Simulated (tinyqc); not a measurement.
# Double-gate transistor below threshold, two-dimensional Poisson equation on a small mesh: what changes with what

Half of a symmetric double-gate structure: row 0 is the mid-plane of the body, where the normal field vanishes. Mobile charge is neglected (subthreshold), the body is fully depleted, and potentials are counted from the intrinsic level; rows run upward to the gate, columns from source to drain.

Parameters, values chosen for the exercise; semiconductor permittivity close to that of silicon:

| symbol | value | unit | meaning |
|---|---|---|---|
| T | 300 | K | temperature |
| eps_r | 11.5 |  | relative permittivity of the semiconductor |
| eox | 25 |  | relative permittivity of the insulator |
| tb | 5 | nm | half the body thickness |
| tox | 7.2 | nm | insulator thickness |
| L | 47 | nm | channel length |
| Na | 0 | cm^-3 | acceptor density of the depleted body |
| Vbi | 0.58 | V | potential of the source |
| Vfb | 0.1 | V | gate offset |
| Vg | -0.1 | V | gate voltage |
| Vd | 0.5 | V | drain voltage |

Constants: q = 1.602176634e-19 C, kB = 1.380649e-23 J/K, Vt = kB T/q, eps0 = 8.8541878128e-14 F/cm where lengths are in cm. Results are converted to the units shown.

Each table varies one quantity; the others keep the values above.

## Effect of the drain voltage

Mesh: rows i = 0..12 in the semiconductor (step hs = tb/12, row 12 on the interface), then 8 step(s) ho = tox/8 up to the gate row 20; columns j = 0..80 (step hy = L/80). Box integration, divided by eps0: up_i = eps hy/h of the interval above row i, dn_i = that of the interval below (0 for row 0), lat_i = (sum of eps h/2 over the intervals above and below)/hy, s_i = -q Na w_i hy/eps0 with w_i the semiconductor height of the box (hs/2 for row 0 and the interface row, hs between, 0 in the insulator). Each free node obeys (up + dn + 2 lat) psi = up psi(above) + dn psi(below) + lat [psi(left) + psi(right)] + s. Fixed values: gate row Vg - Vfb; column 0 at Vbi and the last column at Vbi + Vd in the semiconductor, each running linearly to Vg - Vfb across the insulator. The system is solved directly. On row 0 the minimum of psi and its place come from a parabola through the three lowest nodes; barrier = Vbi - minimum, swing = Vt ln 10/(d psi/dVg), DIBL = (d psi/dVd)/(d psi/dVg) there. Lambda = pi/k with k the smallest positive root of tan(k tox) tan(k tb) = eox/eps_r.

Effect of the drain voltage:
```
Vd (V)	L/Lambda	barrier (V)	place y/L	swing (mV/decade)	DIBL (mV/V)
0.05	2.362	0.7332	0.4958	63.20	29.92
0.25	2.362	0.7279	0.4812	63.24	26.87
0.45	2.362	0.7230	0.4691	63.30	24.60
0.65	2.362	0.7186	0.4589	63.38	22.83
0.85	2.362	0.7144	0.4501	63.47	21.41
1.05	2.362	0.7105	0.4422	63.57	20.23
```

Read the table: what changes, and by how much?

As Vd goes from 0.05 to 1.05 V, the barrier falls from 0.733 to 0.711 V, the swing rises from 63.2 to 63.6 mV a decade and DIBL falls from 29.9 to 20.2 mV/V; the ideal swing is 59.5. The barrier top moves from y/L = 0.496 to 0.442, towards the source.

## Effect of the channel length

Same model as above.

Effect of the channel length:
```
L (nm)	L/Lambda	barrier (V)	place y/L	swing (mV/decade)	DIBL (mV/V)
18	0.9045	0.2549	0.3933	133.2	418.7
22	1.106	0.3820	0.4205	101.7	254.4
26	1.307	0.4835	0.4358	85.96	163.6
32	1.608	0.5924	0.4496	73.85	90.12
39	1.960	0.6712	0.4593	67.06	47.73
47	2.362	0.7219	0.4664	63.32	24.12
57	2.864	0.7535	0.4724	61.20	10.62
70	3.518	0.7705	0.4775	60.12	3.755
```

What does the comparison show?

As L goes from 18 to 70 nm, the barrier rises from 0.255 to 0.770 V, the swing falls from 133 to 60.1 mV a decade and DIBL falls from 419 to 3.75 mV/V; the ideal swing is 59.5. L/Lambda goes from 0.90 to 3.5. Between the last two rows DIBL decays with a length of 12.5 nm; 2 Lambda/pi is 12.7 nm.

## Effect of the gate voltage

Same model as above.

Result of one run:
```
Vg (V)	L/Lambda	barrier (V)	place y/L	swing (mV/decade)	DIBL (mV/V)
-0.2	2.362	0.8159	0.4695	63.30	24.67
```

What becomes of these results when the gate voltage Vg is changed from -0.2 to -0.12 V, all else the same?

Result of the changed run:
```
Vg (V)	L/Lambda	barrier (V)	place y/L	swing (mV/decade)	DIBL (mV/V)
-0.12	2.362	0.7407	0.4671	63.32	24.24
```

The whole series:
```
Vg (V)	L/Lambda	barrier (V)	place y/L	swing (mV/decade)	DIBL (mV/V)
-0.2	2.362	0.8159	0.4695	63.30	24.67
-0.12	2.362	0.7407	0.4671	63.32	24.24
-0.04	2.362	0.6655	0.4643	63.34	23.74
0.04	2.362	0.5903	0.4609	63.37	23.16
0.12	2.362	0.5152	0.4568	63.40	22.48
0.2	2.362	0.4401	0.4516	63.46	21.66
```

As Vg goes from -0.2 to 0.2 V, the barrier falls from 0.816 to 0.440 V, the swing stays near 63.4 mV a decade and DIBL falls from 24.7 to 21.7 mV/V; the ideal swing is 59.5. The barrier top moves from y/L = 0.470 to 0.452, towards the source.

tinyqc, about 0.09 s, one thread, Intel Xeon 2.30GHz (shared host): `OMP_NUM_THREADS=1 python tinyqc.py 2480020 2480021 out.jsonl`
